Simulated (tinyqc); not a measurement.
Permittivity of the insulator from five potentials.

Problem. A node lies on a semiconductor-insulator interface. Steps: hs = tb/3 down into the semiconductor, ho = tox/2 up into the insulator, hy = L/7 sideways. The flux balance of its box reads eox (hy/ho)(above - node) + eps_r (hy/hs)(below - node) + [(eps_r hs + eox ho)/(2 hy)](left + right - 2 node) - q Na (hs/2) hy/eps0 = 0. Find eox.

Values chosen for this exercise; semiconductor permittivity close to that of silicon: relative permittivity of the semiconductor eps_r = 11.9; body thickness tb = 3 nm; insulator thickness tox = 3.1 nm; channel length L = 18 nm; acceptor density of the depleted body Na = 1.6e18 cm^-3.

Constants: q = 1.602176634e-19 C, eps0 = 8.8541878128e-14 F/cm where lengths are in cm. Results are converted to the units shown.

psi (V): node 0.012005049, above -0.048697374, below 0.029826230, left 0.062446532, right 0.015600128

Solution. The balance is linear in eox.

eox = 7.500

tinyqc, about 0.2 s, one thread, Intel Xeon 2.30GHz (shared host): `OMP_NUM_THREADS=1 python tinyqc.py 2480151 2480152 out.jsonl`
